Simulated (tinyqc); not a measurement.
Field from the level spacing.

Problem. In a triangular well E_k = a_k (C F^2/mz1)^(1/3), a_1 = 2.338107, a_2 = 4.087949, C = hbar^2/(2 m0), F in eV/nm (1 MV/cm = 0.1 eV/nm). Find F, E_1, the mean distance 2 E_1/(3 F) of the lowest level and the sheet charge eps0 eps_r F/q behind such a field.

Inputs (values chosen for the exercise):
```
symbol,value,unit,meaning
eps_r,11.6,,relative permittivity
mz1,0.927,m0,mass along z of valley set A (2 valley(s))
```

Constants: q = 1.602176634e-19 C, hbar = 1.054571817e-34 J s, m0 = 9.1093837015e-31 kg, eps0 = 8.8541878128e-14 F/cm where lengths are in cm, hbar^2/(2 m0) = 0.0380998212 eV nm^2. Results are converted to the units shown.

spacing of the two lowest levels = 63.377123 meV

Answer. The spacing over a_2 - a_1 is the energy scale (C F^2/mz1)^(1/3), which gives F.

F = 0.340 MV/cm
E_1 = 84.7 meV
mean distance = 1.66 nm
sheet charge over q = 2.18e12 cm^-2

tinyqc, about 0.8 s, one thread, Intel Xeon 2.30GHz (shared host): `OMP_NUM_THREADS=1 python tinyqc.py 2160108 2160109 out.jsonl`
